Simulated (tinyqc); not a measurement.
Keating valence-force model of a tetrahedral crystal: one step, computed by the program tinyqc. Command: `OMP_NUM_THREADS=1 python tinyqc.py 3010805 3010806 out.jsonl keating walk`. One thread of a shared host (Intel(R) Xeon(R) Processor @ 2.30GHz), about 0.04 s of CPU time with the checks.

Atom A sits at 0 and atom B at a/4 (1,1,1) of an fcc lattice; the four bonds from A are t = a/4 (1,1,1), a/4 (1,-1,-1), a/4 (-1,1,-1), a/4 (-1,-1,1), of length d = sqrt(3) a/4. Energy: E = (3 alpha/(8 d^2)) sum over bonds (r.r - d^2)^2 + (3 beta/(8 d^2)) sum over pairs of bonds at one atom (r_i.r_j + d^2/3)^2, with beta_A for the six pairs at A and beta_B for the six at B. The cell holds two atoms, Omega = a^3/4. 1 N/m = 1 J/m^2. With constants fitted to the elastic moduli this model puts optical and zone-boundary frequencies of real crystals too high, by up to about 20 % in elemental crystals and up to about 50 % in compounds, and mostly by more for TA modes; in compounds the lattice part of the static dielectric constant then comes out too low.

Task: Frequencies at q. Diagonalise the Hermitian matrix D. An eigenvalue lambda of D in eV/(angstrom^2 u) gives nu = 15.6333042 THz x sqrt(lambda). The weight on A is the sum of |e|^2 over the three components of atom A.

Structure: zinc blende.

D(q) (eV/(angstrom^2 u)), lower triangle (Hermitian):
```
                     A x                  A y                  A z                 B x
A x             0.391129
A y   0.002682-0.002076i             0.340411
A z   0.000802-0.007085i   0.000331-0.000340i             0.341184
B x  -0.265495-0.003994i   0.063586+0.007058i   0.018677+0.024027i            1.946849
B y   0.063586+0.007058i  -0.265495-0.003994i   0.000982+0.457067i  0.013352+0.010333i
B z   0.018677+0.024027i   0.000982+0.457067i  -0.265495-0.003994i  0.003991+0.035268i

                    B y       B z
B y            1.694401
B z  0.001647+0.001694i  1.698245
```

Constants: nu for 1 eV/(angstrom^2 u) = 15.6333042 THz.

Give: frequencies; weights on atom A.

Result:

frequencies (THz): 6.15  6.24  9.19  21.32  21.43  22.18

weights on atom A: 0.8925  0.8942  0.9729  0.0904  0.1081  0.0419
